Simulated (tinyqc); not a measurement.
Inside a calculation. Method: coherent transport through a tight-binding region between two chains. One step of it, computed by the program tinyqc.

Question. Transmission at E = -0.61 eV. Surface Green function g = (E - i sqrt(4 t^2 - E^2)) / (2 t^2); self-energy tc^2 g on each contact site; G = (E - H - Sigma)^(-1); Gamma = -2 Im Sigma; T = Gamma_L Gamma_R |G_LR|^2; local density of states -Im G_ii / pi.

H of the central region (eV):
```
           1          2          3          4          5
1   0.000000  -2.450000   0.000000   0.000000  -2.450000
2  -2.450000   0.000000  -2.450000   0.000000   0.000000
3   0.000000  -2.450000   0.000000  -2.450000   0.000000
4   0.000000   0.000000  -2.450000   0.000000  -2.450000
5  -2.450000   0.000000   0.000000  -2.450000   0.000000
```

Leads: semi-infinite chains with site energy 0:
```
parameter                           value
lead hopping t (eV)              1.110000
coupling to the left lead (eV)   0.730000
coupling to the right lead (eV)  0.870000
left contact site                       1
right contact site                      3
```

E = -0.610000 eV

Give: g; G; local density of states; transmission.

Answer.

g = -0.2475-0.8662i 1/eV

G (1/eV):
```
                 1                2                3                4
1   0.3247-0.1055i   0.2609+0.0037i  -0.2598+0.1064i  -0.2772+0.0842i
2   0.2609+0.0037i   0.3782-0.0699i   0.2414-0.0211i  -0.3422+0.0017i
3  -0.2598+0.1064i   0.2414-0.0211i   0.3199-0.1116i   0.1920-0.0838i
4  -0.2772+0.0842i  -0.3422+0.0017i   0.1920-0.0838i   0.3529-0.0675i
5   0.1908-0.0854i  -0.3266+0.0215i  -0.2721+0.0908i   0.3040+0.0670i

                 5
1   0.1908-0.0854i
2  -0.3266+0.0215i
3  -0.2721+0.0908i
4   0.3040+0.0670i
5   0.3478-0.0741i
```

local density of states (1/eV): 0.0336  0.0223  0.0355  0.0215  0.0236

transmission = 0.0954
